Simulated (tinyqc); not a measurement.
Worked calculation: pi bands of a honeycomb layer in tight binding. Values are carried at full precision from step to step, so a last printed digit may differ when a step is redone from the rounded ones.

Lattice vectors a (1,0) and a (1/2, sqrt3/2); f = exp(i ky a/sqrt3) + 2 cos(kx a/2) exp(-i ky a/(2 sqrt3)), w = |f|. H = [[D - t2 F, -t f], [., -D - t2 F]] with F = w^2 - 3, S = [[1, s0 f], [., 1]]; the levels solve det(H - E S) = 0. K = (4 pi/3a, 0), M = (pi/a, pi/(sqrt3 a)); w = 3, 1, 0 at Gamma, M, K.

Constants: hbar = 6.58211957e-16 eV s.

Inputs chosen for the exercise (of the size used for graphene; not measured data): a = 2.46 angstrom (lattice constant); t = 2.66 eV (nearest hopping); t2 = 0.24 eV (second-neighbour hopping); s0 = 0.071 (overlap of neighbours); D = 0 eV (+D on A, -D on B); k = (1.23, 0.43) 1/angstrom (wave vector).

## H and S at one k

Form f, w, F and the two matrices.

f = 0.92961+0.53867i
w = 1.07440
F = -1.84567

H (eV):
```
                 A                B
A           0.4430  -2.4728-1.4329i
B  -2.4728+1.4329i           0.4430
```

S:
```
                  A                 B
A           1.00000  0.06600+0.03825i
B  0.06600-0.03825i           1.00000
```

## The secular equation

det(H - E S) = 0 reads (e - E)^2 - D^2 - (t + s0 E)^2 w^2 = 0 with e = -t2 (w^2 - 3), that is c2 E^2 + 2 c1 E + c0 = 0 with c2 = 1 - s0^2 w^2, c1 = -(e + t s0 w^2), c0 = e^2 - D^2 - t^2 w^2.

c2, c1, c0: 0.9942  -0.6610  -7.9714

levels (eV): -2.2438  3.5735

## Levels at Gamma, M and K

Solve the quadratic (e - E)^2 - D^2 - (t + s0 E)^2 w^2 = 0 with e = -t2 (w^2 - 3), for w = 3, 1, 0.

Levels (eV):

| point | w | lower | upper | difference |
|---|---|---|---|---|
| Gamma | 3 | -7.7659 | 8.3100 | 16.0759 |
| M | 1 | -2.0355 | 3.3800 | 5.4155 |
| K | 0 | 0.7200 | 0.7200 | 0.0000 |

Measured from the middle of the levels at K (0.720 eV), the upper band reaches 7.590 eV and the lower -8.486 eV at Gamma: the lower band is the wider; overlap stretches the upper band and positive t2 the lower. In the real layer the upper band is the wider one. The saddle points at M give the absorption peak at 5.415 eV in this one-electron picture.

## Near K

w = (sqrt3/2) a q to first order in the distance q from K. Effective hopping t* = t + 3 t2 s0, hbar v = (sqrt3/2) a t*, v in m/s = hbar v x 1e-10/hbar.

hbar v = 5.7758 eV angstrom
v = 8.775e+05 m/s

## Checks

- Roots of the quadratic against the generalised eigenproblem: they agree to 1e-10 or better.

Program tinyqc; command `OMP_NUM_THREADS=1 python tinyqc.py 1481996 1481997 out.jsonl`; about 0.01 s on one thread of a shared Intel(R) Xeon(R) Processor @ 2.30GHz.
